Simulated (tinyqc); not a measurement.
Classical Heisenberg spin chain: exact results, Metropolis, heat-bath and over-relaxation steps, and a Monte Carlo run: one step, computed by the program tinyqc.

E = -J sum_i s_i . s_(i+1) for unit vectors s_i on an open chain; K = J/(k_B T).

Question. Exact results. Each bond angle is independent, so u = <s_i . s_(i+1)> = coth K - 1/K, <s_i . s_(i+n)> = u^n, correlation length xi = -1/ln|u|, energy per bond -J u, heat capacity per bond c/k_B = 1 - K^2/sinh^2 K, and for the long chain chi = mu^2 (1 + u)/(3 k_B T (1 - u)) per spin.

Inputs (values chosen for the exercise, for a model chain of large moments): coupling J = 17 meV; temperature T = 284 K; moment mu = 6.6 mu_B.

Constants: k_B = 8.617333262e-05 eV/K; mu_B = 5.7883818060e-05 eV/T.

Give: K; u; xi; energy per bond; heat capacity; chi over the Curie value; chi.

Answer.

K = 0.69464

u = 0.22442

xi = 0.66925 sites

energy per bond = -3.8152 meV

heat capacity = 0.14643 k_B/bond

chi over the Curie value = 1.5787

chi = 0.054218 mu_B/T per spin

For |K| << 1, u = K/3 = 0.2315.
